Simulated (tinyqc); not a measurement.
Changing the well width L: donor or exciton in a quantum well (variational effective-mass method). Computed by tinyqc, a small Python program. Command: `OMP_NUM_THREADS=1 python tinyqc.py 3018561 3018562 out.jsonl welldonor sweep`. One thread of a shared host (Intel(R) Xeon(R) Processor @ 2.30GHz), about 0.1 s of CPU time with the checks.

H = -nabla^2 - 2/|r - r_i| + V(z) in effective units; trial function psi = f(z) exp(-|r - r_i|/lambda), f the ground state of the well. Mass and screening are the same in well and barrier; l = L/a* is the width in effective units. Bands are flat: no polarisation or applied field.

Inputs (values chosen for the exercise, for a model semiconductor): electron mass m = 0.343 m_0; dielectric constant eps = 7.41; donor position z_i/L from the centre = 0.5.

Centre: donor. Barriers: infinite.

Constants: Ry = 13.605693123 eV; a_0 = 0.529177210903 angstrom.

Method:
- Ry* = Ry m/eps^2, a* = a_0 eps/m; l = L/a*.
- k = pi/l; f = cos(k z) inside and zero outside; subband energy k^2 Ry*.
- Binding E_b(lambda) = -1/lambda^2 + 4 A/(lambda B), with A = int f^2 exp(-2 s/lambda) dz, B = int f^2 exp(-2 s/lambda)(1 + 2 s/lambda) dz and s = |z - z_i|; 40 Gauss-Legendre points on each piece between the walls at z = -l/2 and l/2 and z_i.
- Golden-section search for the maximum over lambda from 0.3 to 4, 40 steps.

One run for each value:

| well width L (nm) | binding energy (meV) | radius lambda a* (nm) | binding in Ry* |
|---|---|---|---|
| 0.19 | 222.0 | 0.843 | 2.612 |
| 0.29 | 193.3 | 0.946 | 2.274 |
| 0.45 | 162.9 | 1.084 | 1.917 |
| 0.69 | 134.5 | 1.255 | 1.583 |
| 1.10 | 106.4 | 1.487 | 1.252 |
| 1.60 | 86.7 | 1.710 | 1.020 |
| 2.50 | 67.0 | 2.009 | 0.789 |
| 3.90 | 51.4 | 2.318 | 0.605 |
| 6.00 | 39.9 | 2.565 | 0.469 |

Over the rows, binding energy (meV) falls from 222 to 39.9 (exponent d ln y / d ln x -0.33 between the first rows and -0.59 between the last); radius lambda a* (nm) rises from 0.843 to 2.56 (exponent d ln y / d ln x 0.27 between the first rows and 0.23 between the last); binding in Ry* falls from 2.61 to 0.469 (exponent d ln y / d ln x -0.33 between the first rows and -0.59 between the last). In a wide well a donor on an infinite wall tends to the 2p level of the bulk, 1/4 Ry*.

Caution (rows 0.190, 0.290, 0.450, 0.690, 1.10, 1.60, 2.50): so narrow a well has large confinement energy, where non-parabolicity and barrier penetration matter.

Extremes, crossings and ranges named in words are read from the listed rows.
